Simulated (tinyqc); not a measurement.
Worked calculation: extended Hueckel theory, for H4+. The parameters take no account of the charge, which enters only through the electron count. Computed by tinyqc, a small Python program that keeps every step (integrals from PySCF). Settings: charge = 1, K = 1.5, weighted = 1, multiplicity = 2. Command: `OMP_NUM_THREADS=1 python tinyqc.py 29382 29383 out.jsonl` (the two numbers bound the seeds that draw the settings). One thread of a shared host (Intel(R) Xeon(R) Processor @ 2.60GHz), about 0.01 s of CPU time with the checks.

## Overlaps

Geometry (angstrom):
```
atom       x       y       z
H     0.0000  0.0000  0.0000
H     0.0000  0.0000  0.8390
H     0.0000  0.0000  1.9810
H     0.0000  0.0000  2.8200
```

Parameters chosen for this run:
```
element  shell  Slater exponent  H_ii (eV)
H           1s           1.3000   -13.6000
```

Slater orbitals, each expanded in six Gaussians scaled to its exponent.

overlap S, lower triangle:
```
        1H 1s   2H 1s   3H 1s   4H 1s
1H 1s  1.0000
2H 1s  0.5700  1.0000
3H 1s  0.1059  0.3888  1.0000
4H 1s  0.0235  0.1059  0.5700  1.0000
```

## Wolfsberg-Helmholz matrix

diagonal H_ii (eV): 1H 1s -13.6000, 2H 1s -13.6000, 3H 1s -13.6000, 4H 1s -13.6000

K = 1.5000

H_ij = K' S_ij (H_ii + H_jj)/2 for i != j (the diagonal keeps H_ii), with K' = K + D^2 + D^4 (1 - K), D = (H_ii - H_jj)/(H_ii + H_jj), K = 1.5.

H (eV), lower triangle:
```
          1H 1s     2H 1s     3H 1s     4H 1s
1H 1s  -13.6000
2H 1s  -11.6280  -13.6000
3H 1s   -2.1612   -7.9317  -13.6000
4H 1s   -0.4786   -2.1612  -11.6280  -13.6000
```

## Orbitals

valence electrons = 3

Solve H C = S C e through S^(-1/2); fill by pairs from the bottom, a degenerate level sharing its electrons equally; each orbital has its largest coefficient positive (the first on a tie).

orbital energies (eV): -16.8329  -15.1392  -6.9599  2.6393

occupations: 2.0000  1.0000  0.0000  0.0000

coefficients:
```
          MO1      MO2      MO3      MO4
1H 1s  0.3113   0.5141   0.7893  -0.7326
2H 1s  0.4066   0.3501  -0.6043   1.0758
3H 1s  0.4066  -0.3501  -0.6043  -1.0758
4H 1s  0.3113  -0.5141   0.7893   0.7326
```

sum of one-electron energies = -48.8051 eV

## Mulliken analysis

P = C n C^T; charge = valence electrons (H 1) minus the sum of (P S)_ii on the atom; overlap population = 2 sum P_ij S_ij between two atoms.

charges: 1H 0.2889, 2H 0.2111, 3H 0.2111, 4H 0.2889

Overlap populations:
```
pair      value
2-1    0.493813
3-1    0.015516
3-2    0.161859
4-1   -0.003303
4-2    0.015516
4-3    0.493813
```
